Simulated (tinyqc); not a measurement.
Carrier lifetime of an n-type layer with SRH, radiative, Auger and surface recombination: two steps of the calculation.

Uniform excess density dn = dp (no trapping), n = n0 + dn, p = p0 + dn, Boltzmann statistics, full ionisation. Surfaces enter as a rate 2 S dn/d, which holds while diffusion to them is fast.

Parameters, values chosen for the exercise; band and dielectric values close to those of silicon:
```
symbol,value,unit,meaning
T,300,K,temperature
Eg,1.13,eV,band gap
Nc,2.83e19,cm^-3,conduction-band density of states at T
Nv,2.67e19,cm^-3,valence-band density of states at T
B,4.78e-15,cm^3/s,radiative coefficient
N,6.6e17,cm^-3,donor density
Cn,2e-31,cm^6/s,Auger coefficient (two electrons)
Cp,1.7e-31,cm^6/s,Auger coefficient (two holes)
Nt,5e13,cm^-3,trap density
sn,1e-16,cm^2,capture cross-section for electrons
sp,5e-17,cm^2,capture cross-section for holes
vth,1.2e7,cm/s,thermal velocity (both carriers)
Et,0.51,eV,trap level below the conduction band
S,0,cm/s,surface recombination velocity (both faces)
d,400,um,sample thickness
G,1.8e21,cm^-3 s^-1,generation rate
```

Constants: q = 1.602176634e-19 C, kB = 1.380649e-23 J/K, Vt = kB T/q. Results are converted to the units shown.

Task 1. Equilibrium densities and SRH constants. ni = sqrt(Nc Nv) exp(-Eg/(2 Vt)), Eg in volts; majority density N/2 + sqrt(N^2/4 + ni^2), n0 p0 = ni^2; n1 = Nc exp(-Et/Vt), p1 = Nv exp((Et - Eg)/Vt); tn0 = 1/(sn vth Nt), tp0 = 1/(sp vth Nt).

Wanted: ni; n0; p0; n1; p1; tn0; tp0.

Result 1.

ni = 8.8627e9 cm^-3
n0 = 6.6000e17 cm^-3
p0 = 119.01 cm^-3
n1 = 7.6588e10 cm^-3
p1 = 1.0256e9 cm^-3
tn0 = 1.6667e-5 s
tp0 = 3.3333e-5 s

Task 2. New dn. With e = n p - ni^2 = dn (n0 + p0 + dn): U_SRH = e/(tp0 (n + n1) + tn0 (p + p1)), U_rad = B e, U_Aug = (Cn n + Cp p) e, U_s = 2 S dn/d. Newton step on ln U(ln dn) = ln G, U the sum: k = d ln U/d ln dn (central difference over factors 1.0001), dn(new) = dn (G/U)^(1/k).

dn at the start = 3e15 cm^-3
n0 = 6.6e17 cm^-3
p0 = 119.01159 cm^-3
n1 = 7.6588492e10 cm^-3
p1 = 1.0255803e9 cm^-3
tn0 = 1.6666667e-5 s
tp0 = 3.3333333e-5 s

Wanted: U_SRH; U_rad; U_Aug; U_s; k; dn after iteration 1.

Result 2.

U_SRH = 8.9797e19 cm^-3 s^-1
U_rad = 9.5074e18 cm^-3 s^-1
U_Aug = 2.6476e20 cm^-3 s^-1
U_s = 0 cm^-3 s^-1
k = 1.0089
dn after iteration 1 = 1.4625e16 cm^-3

tinyqc, about 0.01 s, one thread, Intel Xeon 2.30GHz (shared host): `OMP_NUM_THREADS=1 python tinyqc.py 2300041 2300042 out.jsonl`
